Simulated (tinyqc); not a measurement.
ESD clamp with bipolar snapback, compact model and design window: one step of the calculation.

The drain junction multiplies the current that enters it: Igen = (M - 1)(Ic + I0), M = 1/(1 - (Vj/BV)^n). The generated holes leave through the substrate resistance and the base of the parasitic npn: Igen = Vb/Rb + Ic/be, Ic = Is exp(Vb/Vt). Terminal current I = Ic + I0 + Igen and voltage V = Vj + I Ro, per width. Isothermal, constant gain.

Question. The snapback curve. For given Vb: Ic, Igen, M = 1 + Igen/(Ic + I0), Vj = BV (1 - 1/M)^(1/n), I and V.

Values chosen for this exercise; values close to those of grounded-gate n-channel clamps:
```
symbol,value,unit,meaning
T,300,K,temperature
BV,6.2,V,junction breakdown voltage
n,4.7,,exponent of the multiplication
be,4.1,,current gain of the parasitic npn
Is,5.4e-18,A/um,saturation current
I0,4.5e-11,A/um,junction leakage
Rb,26000,ohm um,substrate resistance
Ro,480,ohm um,drain ballast and contact resistance
```

Constants: q = 1.602176634e-19 C, kB = 1.380649e-23 J/K, Vt = kB T/q. Results are converted to the units shown.

```
point,Vb (V)
0,0.05
1,0.3
2,0.486
3,0.546
4,0.596
5,0.703
6,0.801
7,0.821
8,0.851
```

Wanted: Ic; M; Vj; I; V.

Answer.

```
point,Ic (uA/um),M,Vj (V),I (uA/um),V (V)
0,3.7356e-11,42736,6.2000,1.9231,6.2009
1,5.9180e-7,2.5308e5,6.2000,11.539,6.2055
2,7.8856e-4,22426,6.1999,18.693,6.2089
3,0.0080314,2601.4,6.1995,21.010,6.2096
4,0.055559,413.50,6.1968,22.992,6.2078
5,3.4856,9.0011,6.0466,31.374,6.0616
6,154.38,1.4435,4.8232,222.85,4.9302
7,334.65,1.3383,4.6271,447.84,4.8421
8,1068.0,1.2745,4.4723,1361.2,5.1257
```

V peaks at Vt1 = 6.210 V and falls to Vh = 4.842 V: once the npn supplies current, a small M feeds the base. At high current M tends to 1 + 1/be and Vj to BV (1 + be)^(-1/n) = 4.384 V.

Computed by the program tinyqc: `OMP_NUM_THREADS=1 python tinyqc.py 2670131 2670132 out.jsonl`, one thread of a shared Intel Xeon 2.30GHz, about 0.02 s for the whole run.
